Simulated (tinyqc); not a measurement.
Bandgap voltage reference from two bipolar transistors: two steps of the calculation.

Two transistors of area 1 and N carry the same current I. Is(T) = Is (T/T0)^eta exp[(Vg0 q/kB)(1/T0 - 1/T)], VBE1 = Vt ln(I/Is(T)) + I rb, VBE2 = Vt ln(I/(N Is(T))) + I rb/N. The amplifier forces I R1(T) = VBE1 - VBE2 + Vos, with R(T) = R (1 + tc (T - T0)) for both resistors, and the output is Vref = VBE1 + I R2(T). Base currents and the Early effect are neglected.

Inputs (values chosen for the exercise); values of the order met in silicon bipolar transistors:
```
symbol,value,unit,meaning
T0,298,K,reference temperature
Vg0,1.143,V,band-gap voltage extrapolated to 0 K
eta,3.4,,temperature exponent of the saturation current
Is,1e-16,A,saturation current of the unit transistor at T0
N,8,,area ratio of the second transistor
R1,6.1,kohm,"resistor across which the difference of VBE falls, at T0"
tc,1600,ppm/K,temperature coefficient of both resistors
Vos,0,mV,offset of the amplifier
rb,0,ohm,series resistance of the unit transistor
R2,63.15,kohm,output resistor at T0
T,253,K,temperature
```

Constants: q = 1.602176634e-19 C, kB = 1.380649e-23 J/K. Results are converted to the units shown.

Task 1. Operating point at the reference temperature. Vt = kB T/q; I = (Vt ln N + Vos)/(R1(T) - rb (1 - 1/N)). Evaluate at T = T0.

Find: Vt; I; Is(T); VBE1; I R2; Vref.

Result 1.

Vt = 0.02568 V
I = 8.754 uA
Is(T) = 1.000e-16 A
VBE1 = 0.6470 V
I R2 = 0.5528 V
Vref = 1.200 V

Task 2. Operating point at another temperature. 

Give: Vt; I; Is(T); VBE1; I R2; Vref.

Result 2.

Vt = 0.02180 V
I = 8.009 uA
Is(T) = 2.090e-20 A
VBE1 = 0.7321 V
I R2 = 0.4693 V
Vref = 1.201 V

From T0 to T, VBE1 changes by 85.1 mV and I R2 by -83.5 mV, which leaves 1.61 mV in Vref.

Computed by the program tinyqc: `OMP_NUM_THREADS=1 python tinyqc.py 2062092 2062093 out.jsonl`, one thread of a shared Intel Xeon 2.30GHz, about 0.02 s for the whole run.
